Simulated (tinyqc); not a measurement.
Carrier lifetime from Shockley-Read-Hall, radiative, Auger and surface recombination: one step, computed by the program tinyqc.

Energies are counted from the top of the valence band. Boltzmann statistics, full ionisation, and equal excess densities of electrons and holes.

Question. Equilibrium densities. N_c = 2 M_c (2 pi m_e k_B T/h^2)^(3/2) and N_v = 2 (2 pi m_h k_B T/h^2)^(3/2), masses in units of m_0. n_i = sqrt(N_c N_v) exp(-E_g/2 k_B T); majority density N/2 + sqrt(N^2/4 + n_i^2), minority density n_i^2 over it.

Inputs (values chosen for the exercise, with bands modelled on ZnO):

| quantity | value | unit |
|---|---|---|
| gap E_g | 3.44 | eV |
| electron mass m_e | 0.267 | m_0 |
| valleys M_c | 1 | - |
| hole mass m_h | 0.77 | m_0 |
| temperature T | 400 | K |
| doping N | 1.3e+15 | cm^-3 |

Doping: n-type. Surface term: two equal surfaces.

Constants: m_0 = 9.1093837015e-31 kg; k_B = 1.380649e-23 J/K; h = 6.62607015e-34 J s; k_B = 8.617333262e-05 eV/K.

Give: N_c; N_v; n_i; n_0; p_0.

Answer.

N_c = 5.330e+18 cm^-3

N_v = 2.610e+19 cm^-3

n_i = 0.002516 cm^-3

n_0 = 1.30e+15 cm^-3

p_0 = 4.869e-21 cm^-3
